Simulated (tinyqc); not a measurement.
# Hot electrons in a saturated n-channel MOSFET, lucky-electron model: several studies

Beyond pinch-off the lateral field grows as Esat cosh(y/l) over the velocity-saturated region (pseudo-two-dimensional model). Impact ionisation in this region gives the substrate current, which biases the body forward through Rsub. Currents are per width. Local-field laws: they overstate ionisation when the field peak is narrower than an energy relaxation length.

Parameters, values chosen for the exercise; values close to those of silicon n-channel devices: channel length L = 0.25 um; oxide thickness tox = 5.2 nm; junction depth xj = 98 nm; threshold VT = 0.45 V; effective mobility mu = 320 cm^2/(V s); saturation velocity vs = 7.4e6 cm/s; ionisation prefactor Ai = 2e6 1/cm; ionisation field Bi = 1.84 MV/cm; resistance of the lightly doped drain Rd = 0 ohm um; substrate resistance Rsub = 7800 ohm um; fall of VT per volt of forward body bias kb = 0.28; lifetime exponent m = 2.7; lifetime constant Hl = 2000 s uA/um; drain voltage Vd = 2.1 V; gate voltage Vg = 0.9 V.

Constants: eps0 = 8.8541878128e-14 F/cm where lengths are in cm. Results are converted to the units shown.

Each table varies one quantity; the others keep the values above.

## Effect of the gate voltage

Cox = 3.9 eps0/tox, l = sqrt(3 tox xj), Esat = 2 vs/mu. Overdrive g = Vg - VT + kb Vb; Vdsat = g Esat L/(g + Esat L); Id = Cox vs (g - Vdsat); dV = Vd - Id Rd - Vdsat; Em = sqrt((dV/l)^2 + Esat^2); Isub = Id (Ai/Bi) l Em exp(-Bi/Em). Vb = Rsub Isub is solved self-consistently. Lifetime tau = (Hl/Id)(Isub/Id)^(-m); 1 year = 3.15576e7 s.

Effect of the gate voltage:
```
Vg (V)  Id (uA/um)  Em (MV/cm)  Isub (uA/um)  Isub/Id  tau (years)
0.6          8.577      0.5050        0.4817  0.05616      0.01758
0.79         38.65      0.4716         1.566  0.04052     0.009420
0.97         80.68      0.4471         2.501  0.03100     0.009296
1.16         134.9      0.4264         3.267  0.02422      0.01083
1.35         196.4      0.4096         3.828  0.01949      0.01338
1.54         263.3      0.3957         4.232  0.01607      0.01679
1.73         334.2      0.3839         4.523  0.01353      0.02105
1.91         404.5      0.3744         4.724  0.01168      0.02587
2.1          481.1      0.3657         4.881  0.01015      0.03182
```

As Vg goes from 0.6 to 2.1 V, Em falls from 0.505 to 0.366 MV/cm, Isub rises from 0.482 to 4.88 uA/um and tau goes from 0.0176 through a minimum of 0.00930 (at Vg = 0.97 V among the rows listed) to 0.0318 years.

## Effect of the drain voltage

Same model as above.

Results:
```
Vd (V)  Id (uA/um)  Em (MV/cm)  Isub (uA/um)   Isub/Id  tau (years)
1.3          61.98      0.2539       0.04759  7.679e-4        262.6
1.46         62.03      0.2942        0.1490  0.002402        12.07
1.61         62.13      0.3321        0.3439  0.005534        1.266
1.77         62.32      0.3725        0.7063   0.01133       0.1822
1.93         62.61      0.4130         1.277   0.02039      0.03714
2.09         63.04      0.4534         2.100   0.03331     0.009801
2.4          64.33      0.5317         4.565   0.07096     0.001247
```

Estimate the missing row, Vd = 2.24 V.

Computed row:
```
Vd (V)  Id (uA/um)  Em (MV/cm)  Isub (uA/um)  Isub/Id  tau (years)
2.24         63.58      0.4913         3.138  0.04935     0.003362
```

With this row back in the table: As Vd goes from 1.3 to 2.4 V, Em rises from 0.254 to 0.532 MV/cm, Isub rises from 0.0476 to 4.56 uA/um and tau falls from 263 to 0.00125 years. The slope of ln(tau) against 1/Vd is 36.5 V between the first two rows and 33.3 V between the last two; ten years are last met at Vd = 1.46 V among the rows.

## Effect of the channel length

Same model as above.

Effect of the channel length:
```
L (um)  Id (uA/um)  Em (MV/cm)  Isub (uA/um)   Isub/Id  tau (years)
0.12        102.23     0.47506        4.2915  0.041979    0.0032371
0.18        79.442     0.46399        2.9698  0.037383    0.0056971
0.25        63.073     0.45597        2.1608  0.034259    0.0090819
0.35        48.745     0.44889        1.5428  0.031650     0.014554
0.5         36.367     0.44275        1.0724  0.029490     0.023611
0.71        26.834     0.43799       0.74829  0.027886     0.037213
1           19.704     0.43443       0.52651  0.026721     0.056866
```

As L goes from 0.12 to 1 um, Em falls from 0.475 to 0.434 MV/cm, Isub falls from 4.29 to 0.527 uA/um and tau rises from 0.00324 to 0.0569 years. From the first row to the last, log10(tau) changes by 1.2: 0.53 from (Isub/Id)^(-m), which holds Em and l, and 0.72 from 1/Id. For L = 0.12 to 0.18 um the saturated region takes over 60 % of L, so using the full L in Vdsat is rough.

Program tinyqc, `OMP_NUM_THREADS=1 python tinyqc.py 2550030 2550031 out.jsonl`; Intel Xeon 2.30GHz, shared host, one thread, about 0.01 s.
